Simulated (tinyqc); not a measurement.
Potential-pH (Pourbaix) lines of a metal, its cation, its oxide and an oxyanion, with a complexing ligand: one step, computed by the program tinyqc. Command: `OMP_NUM_THREADS=1 python tinyqc.py 3000143 3000144 out.jsonl pourb walk`. One thread of a shared host (Intel(R) Xeon(R) Processor @ 2.30GHz), about 0.02 s of CPU time with the checks.

Potentials are against the standard hydrogen electrode; solids and water have unit activity; dG_f of M, H+ and the electron is zero; F = e N_A and s = R T ln(10)/F. The cation carries z = 2.

Problem. A complexing ligand. M2+ + 2e = M; MO + 2H+ + 2e = M + H2O; MO2(2-) + 4H+ + 2e = M + 2H2O. For each, E0 = -dG/(z F), and E = E0 + (s/z) log10 a - (s n_H/z) pH, with no activity term for the oxide. The free ligand is c_L/(1 + 10^(pKa - pH)) (ligand in excess); dissolved metal is a in all, so the free cation is a/alpha, alpha = 1 + beta [L]; the cation line drops by (s/z) log10 alpha.

Inputs (values chosen for the exercise, for a model metal):
```
quantity                                     value   unit
temperature T                               298.15      K
log10 of the dissolved activity a               -4      -
pH                                              12      -
log10 of the stability constant beta of ML       6      -
pKa of HL                                       10      -
total ligand c_L                              0.12  mol/L
```

Species: M, M2+, MO, MO2(2-).

E0 (V): cation -0.7389724, oxide -0.5299251, oxyanion 0.3923394

s = 0.05915935 V

Give: free ligand; log10 alpha; cation line with ligand; that line less the oxide line.

Solution.

free ligand = 0.1188 mol/L

log10 alpha = 5.075

cation line with ligand = -1.007 V

that line less the oxide line = 0.2324 V

The oxide still lies below the complexed cation at this pH.
